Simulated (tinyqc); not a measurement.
# Ellipsometry and reflectance of a transparent film on an absorbing substrate, step by step

Computed by the program tinyqc: `OMP_NUM_THREADS=1 python tinyqc.py 2870129 2870130 out.jsonl`, one thread of a shared Intel Xeon 2.30GHz, about 0.01 s for the whole run. Printed values are rounded.

Air (index 1), film, substrate with N2 = n2 - i k2; time factor exp(+i w t). q_j = sqrt(N_j^2 - sin^2 th), root with positive real part. Fresnel coefficients r_s = (q_a - q_b)/(q_a + q_b), r_p = (N_b^2 q_a - N_a^2 q_b)/(N_b^2 q_a + N_a^2 q_b). tan(Psi) exp(i Delta) = R_p/R_s, Delta taken from 0 to 360 degrees.

Values chosen for this exercise; indices close to those of silicon nitride on silicon:
- lam = 405 nm (wavelength)
- th = 60 degrees (angle of incidence)
- n1 = 2.018 (index of the transparent film)
- d = 4.9 nm (film thickness)
- n2 = 5.42 (index of the substrate)
- k2 = 0.329 (extinction coefficient of the substrate)

## Interface coefficients and thickness period

q0, q1, q2 and the coefficients r01 and r12 for p and s; the results repeat in d with the period lam/(2 q1).

q0 = 0.5
q1 = 1.822724
q2 = 5.350628-0.333266i
r01,p = 0.05531069
r01,s = -0.5694711
r12,p = 0.4225459-0.0242637i
r12,s = -0.4929014+0.0235592i
period = 111.0974 nm

## Psi, Delta and reflectances

beta = 2 pi d q1/lam, X = exp(-2 i beta), R = (r01 + r12 X)/(1 + r01 r12 X) for p and s.

beta = 0.1385613 rad
X = 0.9618467-0.2735891i
R_p = 0.4462480-0.1325808i
R_s = -0.8236864+0.0660413i
Psi = 29.39546 degrees
Delta = 168.0373 degrees
|R_p|^2 = 0.2167150
|R_s|^2 = 0.6828207

The bare substrate gives Psi = 29.40 and Delta = 177.84 degrees.
